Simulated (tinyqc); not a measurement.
Self-consistent Fermi level with native defects, at growth and after a quench. Inputs raised by 5 %, one at a time. Computed by tinyqc, a small Python program. Command: `OMP_NUM_THREADS=1 python tinyqc.py 3026753 3026754 out.jsonl scfermi sens`. One thread of a shared host (Intel(R) Xeon(R) Processor @ 2.30GHz), about 0.1 s of CPU time with the checks.

Energies are counted from the top of the valence band (VBM); when the gap shrinks with temperature the conduction band moves and the levels stay. The added dopant is taken as fully ionised. D and A draw on one reservoir with opposite signs, as the two vacancies of a compound do.

Inputs (values chosen for the exercise, with bands modelled on ZnO):
```
quantity                                value   unit
gap E_g at 300 K                         3.38     eV
slope -dE_g/dT above 300 K            0.00046   eV/K
electron mass m_e                       0.277    m_0
valleys M_c                                 1      -
hole mass m_h                            0.82    m_0
E_f of the neutral native donor D       2.417     eV
E_f of the neutral native acceptor A   0.9593     eV
shift s of the chemical potential        0.29     eV
site density N_s                      2.3e+22  cm^-3
dopant density N_X                      4e+19  cm^-3
growth temperature T_g                   1570      K
temperature of use T                      400      K
```

Added shallow dopant: donor.

levels of D above the VBM, most positive state first (eV): 2.74

levels of A above the VBM, (0/-1) first (eV): 1.13

Constants: m_0 = 9.1093837015e-31 kg; k_B = 1.380649e-23 J/K; h = 6.62607015e-34 J s; k_B = 8.617333262e-05 eV/K.

Method:
- E_f(D, 0) = input + s and E_f(A, 0) = input - s; E_f(q, E_F = 0) follows from the levels, eps(q/q-1) = E_f(q - 1) - E_f(q) at E_F = 0.
- E_g(T) = E_g - slope x max(0, T - 300 K).
- N_c = 2 M_c (2 pi m_e k_B T/h^2)^(3/2) and N_v = 2 (2 pi m_h k_B T/h^2)^(3/2), masses in units of m_0.
- At growth T = T_g.
- n = N_c F_1/2((E_F - E_g)/k_B T), p = N_v F_1/2(-E_F/k_B T).
- F_1/2(eta) = (2/sqrt(pi)) int_0^infinity sqrt(x)/(1 + exp(x - eta)) dx, by the trapezoid rule in t = sqrt(x) with step 0.02 up to t = 12 (for eta < -12 by exp(eta) - exp(2 eta)/2^(3/2)).
- In equilibrium c_q = N_s exp(-(E_f(q, 0) + q E_F)/k_B T).
- Net charge = p - n + sum q c_q + N_X; the log ratio is ln(positive charge/negative charge).
- E_F is the root of the log ratio, by 50 bisections between -0.5 eV and E_g + 0.5 eV.
- After a quench the totals of D and A stay as grown, and each is shared among its charge states with weights exp(-(E_f(q, 0) + q E_F)/k_B T).

Runs:
```
input moved                                   from         to  E_F at growth (eV)  total D (cm^-3)  E_F after the quench (eV)  p after the quench (cm^-3)
base run                                         -          -              0.9927       1.9095e+19                     1.0949                  4.5962e+05
E_f of the neutral native donor D (eV)       2.417    2.53785              0.9685       9.3498e+18                     1.0887                  5.5048e+05
E_f of the neutral native acceptor A (eV)   0.9593    1.00727              1.0298       1.4524e+19                     1.1044                  3.4947e+05
dopant density N_X (cm^-3)                   4e+19    4.2e+19              0.9962       1.8618e+19                     1.0958                  4.4807e+05
growth temperature T_g (K)                    1570     1648.5              0.9766       2.9990e+19                     1.0926                  4.9132e+05
gap E_g at 300 K (eV)                         3.38      3.549              0.9927       1.9095e+19                     1.0949                  4.5962e+05
site density N_s (cm^-3)                   2.3e+22  2.415e+22              0.9894       2.0548e+19                     1.0941                  4.7102e+05
temperature of use T (K)                       400        420              0.9927       1.9095e+19                     1.0932                  2.3559e+06
```

Exponents ln(y'/y) / ln(x'/x):
```
input                                 E_F at growth  total D  E_F after the quench  p after the quench
E_f of the neutral native donor D            -0.507  -14.636                -0.117               3.697
E_f of the neutral native acceptor A          0.750   -5.608                 0.176              -5.615
dopant density N_X                            0.071   -0.519                 0.016              -0.522
growth temperature T_g                       -0.336    9.252                -0.043               1.367
gap E_g at 300 K                              0.000    0.000                 0.000               0.000
site density N_s                             -0.069    1.502                -0.016               0.502
temperature of use T                          0.000    0.000                -0.033              33.496
```

To which inputs is each result most sensitive?

Among the inputs moved here: E_F at growth answers most in size to E_f of the neutral native acceptor A (exponent +0.750), next to E_f of the neutral native donor D (-0.507); its exponent is below 0.0005 for gap E_g at 300 K, temperature of use T. total D answers most in size to E_f of the neutral native donor D (exponent -14.636), next to growth temperature T_g (+9.252); its exponent is below 0.0005 for gap E_g at 300 K, temperature of use T. E_F after the quench answers most in size to E_f of the neutral native acceptor A (exponent +0.176), next to E_f of the neutral native donor D (-0.117); its exponent is below 0.0005 for gap E_g at 300 K. p after the quench answers most in size to temperature of use T (exponent +33.496), next to E_f of the neutral native acceptor A (-5.615); its exponent is below 0.0005 for gap E_g at 300 K.

Caution (all rows): above about 2e19 cm^-3 defects interact, pair and form bands, which the dilute model leaves out.
